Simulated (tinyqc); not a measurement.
Speciation in dilute and buffered hydrofluoric acid, oxide etch rate and bath loading. From pH back to HF added. Computed by tinyqc, a small Python program. Command: `OMP_NUM_THREADS=1 python tinyqc.py 3121384 3121385 out.jsonl hfetch inv`. One thread of a shared host (Intel(R) Xeon(R) Processor @ 2.30GHz), about 0.01 s of CPU time with the checks.

Concentrations stand for activities, NH4+ and Cl- are spectators, and water ionisation is neglected. H, F and HF2 denote the ions H+, F- and HF2-. The base temperature is 298 K.

Inputs (values chosen for the exercise, of the order of those for thermal oxide at room temperature):
```
quantity,value,unit
NH4F added,2.1,mol/L
HCl added,0,mol/L
K1 = [H][F]/[HF],0.000704,mol/L
K2 = [HF2]/([HF][F]),4.22,L/mol
K3 = [H2F2]/[HF]^2,2.3,L/mol
```

Method. Fluoride balance: [HF] + [F] + 2 [HF2] + 2 [H2F2] = HF added + NH4F added. Acid balance: [H] + [HF] + [HF2] + 2 [H2F2] = HF added + HCl added. For a trial [H], [HF] = [H][F]/K1, and the fluoride balance is a quadratic in [F]. The root is refined to 1e-13 in pH = -log10 [H].

Problem. A run gave the result below. Find the HF added, known to lie between 1.3 and 3.8 mol/L.

pH = 3.450556

Solution.

Each step takes the trial c = (a f_b - b f_a)/(f_b - f_a), f being the result less the target and a, b, c the logarithms of the listed values; c replaces end b, the old b replaces a if the sign of f changed, and otherwise f_a is halved.

Scan of the range:
```
HF added (mol/L),pH
1.30,3.93464
1.55,3.79668
1.86,3.65376
2.22,3.51818
2.66,3.38508
3.18,3.26020
3.80,3.14225
```

False position (Illinois rule, in the logarithm of the input) inside the bracket:
```
step,end a,end b,trial,pH
1,2.22000,2.66000,2.43361,3.44977
2,2.22000,2.43361,2.42851,3.45131
3,2.43361,2.42851,2.43100,3.45056
4,2.42851,2.43100,2.43100,3.45056
```

pH falls at every point of a 13-point scan of the range (every second point is shown), so one value fits; it is bracketed by 2.22 and 2.66. Answer: HF added = 2.431 mol/L.

Caution: at ionic strengths above about 0.5 mol/L activities differ much from concentrations, so pH and rates are only indicative.
